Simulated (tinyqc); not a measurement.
Worked calculation: equilibrium and kinetic segregation of a solute to boundaries and growing surfaces. Computed by tinyqc, a small Python program that keeps every step. Command: `OMP_NUM_THREADS=1 python tinyqc.py 3007604 3007605 out.jsonl segreg walk`. One thread of a shared host (Intel(R) Xeon(R) Processor @ 2.30GHz), about 0.01 s of CPU time with the checks. Intermediate numbers are printed to about 5 digits and carried at full precision; extremes and crossings named in words are read from the listed rows.

Inputs (values chosen for the exercise, for a model alloy):

| quantity | value | unit |
|---|---|---|
| segregation energy Q | 0.499 | eV |
| total solute fraction x0 | 0.0036 | - |
| temperature T | 900 | K |
| grain size d | 260 | nm |
| boundary thickness delta | 0.5 | nm |
| atomic volume Omega | 19.1 | angstrom^3 |
| clean boundary energy gamma_0 | 0.98 | J/m^2 |
| bulk diffusivity D | 2.4e-20 | m^2/s |
| anneal time t | 320 | s |
| exchange barrier E_b | 1.3 | eV |
| surface segregation energy E_s | 0.46 | eV |
| growth temperature T_g | 650 | K |
| growth rate | 0.055 | monolayers/s |

Isotherm: Langmuir-McLean.

Constants: k_B = 8.617333262e-05 eV/K; 1 eV/angstrom^2 = 16.02176634 J/m^2.

## Coverage for very large grains

With theta the solute fraction on boundary sites and x that in the grains, theta/(1 - theta) = [x/(1 - x)] exp[Q/(k_B T)]. The coverage theta_inf is that for x = x0.

coverage theta_inf = 0.69229

## Depletion of small grains

Finite grains: boundary sites are the fraction f = 3 delta/d, and x0 = (1 - f) x + f theta; solve both equations for theta; share at boundaries = f theta/x0.

site fraction f = 0.0057692

coverage theta = 0.42210

fraction x left in the grains = 0.0011716

share of solute at boundaries = 67.644 %

enrichment theta/x = 360.28

68 % of the solute sits at boundaries; for a dopant that share is electrically lost. The supply limits the coverage, which stays well below theta_inf.

## Boundary energy

Gibbs adsorption for this isotherm in a dilute matrix: gamma = gamma_0 + Gam_0 [k_B T ln(1 - theta)], Gam_0 = delta/Omega sites per area.

Gam_0 = 26.178 1/nm^2

boundary energy gamma = 0.80163 J/m^2

Segregation lowers gamma by 18 %, and the driving force of grain growth with it.

## How fast the boundary fills

McLean kinetics from a uniform start, fed from both sides, with a constant enrichment beta = theta_inf/x0: (theta - x0)/(theta_inf - x0) = 1 - exp(s^2) erfc(s), s = 2 sqrt(D t)/(beta delta); half filling at s = 0.7691, t = (0.7691 beta delta/2)^2/D. D is an input and does not follow T.

s = 0.057644

degree of filling = 0.061860

time to half filling = 56965 s

diffusion length sqrt(D t) = 2.7713 nm

## Segregation at a growing surface

Two-state exchange during growth, dilute: jump up r_u = nu exp(-E_b/(k_B T_g)), jump back r_d = r_u exp(-E_s/(k_B T_g)), nu = 1e13 1/s. In the time 1/R of one monolayer the share carried up is p = [r_u/(r_u + r_d)] [1 - exp(-(r_u + r_d)/R)]; the tail decays as p^n, length -1/ln p monolayers; the equilibrium limit has p = r_u/(r_u + r_d).

r_u = 832.61 1/s

r_d = 0.22586 1/s

share carried up p = 0.99973

decay length = 3687.0 monolayers

Exchange is fast against growth: the equilibrium regime, where heating shortens the tail.

## Tail length against growth temperature

The formulas are those given above.

Exchange model:

| T_g (K) | r_u/R | p | length (monolayers) | equilibrium limit |
|---|---|---|---|---|
| 395 | 4.7101e-03 | 0.00470 | 1.8655e-01 | 7.3979e+05 |
| 423 | 5.9014e-02 | 0.05731 | 3.4973e-01 | 3.0242e+05 |
| 446 | 3.7128e-01 | 0.31015 | 8.5419e-01 | 1.5775e+05 |
| 469 | 1.9503e+00 | 0.85776 | 6.5177e+00 | 8.7714e+04 |
| 487 | 6.4037e+00 | 0.99833 | 5.9738e+02 | 5.7593e+04 |
| 505 | 1.9317e+01 | 0.99997 | 3.8961e+04 | 3.8967e+04 |
| 533 | 9.2789e+01 | 0.99996 | 2.2363e+04 | 2.2363e+04 |
| 574 | 7.0066e+02 | 0.99991 | 1.0936e+04 | 1.0936e+04 |
| 643 | 1.1758e+04 | 0.99975 | 4.0318e+03 | 4.0318e+03 |

The length peaks among these rows at 505 K with 39000 monolayers. Below, exchange freezes (r_u/R = 0.0047 in the first row); above, the length follows the equilibrium limit, about exp(E_s/(k_B T)), down to 4030.

## Coverage against grain size

The formulas are those given above.

At T:

| d (nm) | theta | x in the grains | share at boundaries (%) |
|---|---|---|---|
| 15 | 0.03547 | 0.0000591 | 98.524 |
| 30 | 0.06971 | 0.0001203 | 96.825 |
| 60 | 0.13429 | 0.0002490 | 93.255 |
| 120 | 0.24652 | 0.0005251 | 85.595 |
| 250 | 0.41302 | 0.0011287 | 68.836 |
| 500 | 0.54972 | 0.0019567 | 45.810 |
| 1000 | 0.62478 | 0.0026668 | 26.032 |
| 5000 | 0.67975 | 0.0033971 | 5.665 |

From the largest grains to the smallest the share at boundaries rises from 5.7 to 99 %, and x/x0 falls to 0.016. In the dilute limit x/x0 = 1/(1 - f + f exp(Q/(k_B T))), which gives 0.016 at 15 nm.

Checks made by the program: mass balance (relative difference below 1e-10).
